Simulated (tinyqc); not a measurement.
# Ellipsometry and reflectance of a transparent film on an absorbing substrate: what changes with what

Air (index 1), film, substrate with N2 = n2 - i k2; time factor exp(+i w t). q_j = sqrt(N_j^2 - sin^2 th), root with positive real part. Fresnel coefficients r_s = (q_a - q_b)/(q_a + q_b), r_p = (N_b^2 q_a - N_a^2 q_b)/(N_b^2 q_a + N_a^2 q_b). tan(Psi) exp(i Delta) = R_p/R_s, Delta taken from 0 to 360 degrees.

Parameters, values chosen for the exercise; indices close to those of a porous low-k film on silicon: wavelength lam = 546.1 nm; angle of incidence th = 60 degrees; index of the transparent film n1 = 1.299; film thickness d = 10 nm; index of the substrate n2 = 4.086; extinction coefficient of the substrate k2 = 0.031.

Each table varies one quantity; the others keep the values above.

## Psi and Delta against the film thickness

beta = 2 pi d q1/lam, X = exp(-2 i beta), R = (r01 + r12 X)/(1 + r01 r12 X) for p and s. The last column is the derivative of Delta.

Psi and Delta against the film thickness:

| d (nm) | Psi (degrees) | Delta (degrees) | \|R_p\|^2 | \|R_s\|^2 | dDelta/dd (degrees/nm) |
|---|---|---|---|---|---|
| 0 | 24.413 | 179.60 | 0.12453 | 0.60443 | -0.93907 |
| 31 | 25.933 | 152.12 | 0.13662 | 0.57776 | -0.78699 |
| 62 | 30.127 | 133.03 | 0.16546 | 0.49135 | -0.41549 |
| 93 | 37.391 | 128.60 | 0.19612 | 0.33573 | 0.18581 |
| 124 | 48.794 | 150.81 | 0.21533 | 0.16509 | 1.3845 |
| 156 | 49.368 | 206.53 | 0.21577 | 0.15888 | 1.4652 |
| 187 | 37.885 | 230.73 | 0.19729 | 0.32590 | 0.22869 |
| 218 | 30.401 | 227.26 | 0.16689 | 0.48479 | -0.39228 |
| 249 | 26.074 | 208.74 | 0.13763 | 0.57478 | -0.77338 |
| 280 | 24.418 | 181.50 | 0.12456 | 0.60434 | -0.93858 |

Read the table: what changes, and by how much?

Psi goes from 24.4 through a maximum of 49.4 (at d = 156 nm among the rows listed) to 24.4 degrees. The period is 282.0 nm, after which Psi and Delta return to the values of the bare substrate, so one angle and wavelength fix d only up to a multiple of it. The size of the slope of Delta runs from 0.186 to 1.47 degrees/nm among the rows; Delta is counted modulo 360 degrees, and sharper features can lie between the rows.

## Effect of the index of the transparent film

Same model as above.

dDelta/dd is the derivative of Delta; period lam/(2 q1).

Effect of the index of the transparent film:

| n1 | Psi (degrees) | Delta (degrees) | \|R_p\|^2 | \|R_s\|^2 | dDelta/dd (degrees/nm) | period (nm) |
|---|---|---|---|---|---|---|
| 1.25 | 24.56 | 171.3 | 0.1258 | 0.6021 | -0.8217 | 302.9 |
| 1.45 | 24.61 | 167.9 | 0.1259 | 0.6001 | -1.154 | 234.8 |
| 1.65 | 24.58 | 166.1 | 0.1251 | 0.5979 | -1.342 | 194.4 |
| 1.85 | 24.49 | 165.2 | 0.1236 | 0.5957 | -1.442 | 167.0 |
| 2.05 | 24.35 | 164.9 | 0.1216 | 0.5935 | -1.479 | 147.0 |
| 2.25 | 24.20 | 165.2 | 0.1194 | 0.5914 | -1.466 | 131.5 |
| 2.45 | 24.03 | 165.8 | 0.1172 | 0.5897 | -1.408 | 119.1 |
| 2.65 | 23.87 | 166.7 | 0.1152 | 0.5883 | -1.310 | 109.0 |

Psi goes from 24.56 through a maximum of 24.61 (at n1 = 1.45 among the rows listed) to 23.87 degrees and |R_p|^2 falls from 0.126 to 0.115. The slope of Delta is largest in size, 1.48 degrees/nm, at n1 = 2.05 among the rows.

Program tinyqc, `OMP_NUM_THREADS=1 python tinyqc.py 2870153 2870154 out.jsonl`; Intel Xeon 2.30GHz, shared host, one thread, about 0.01 s.
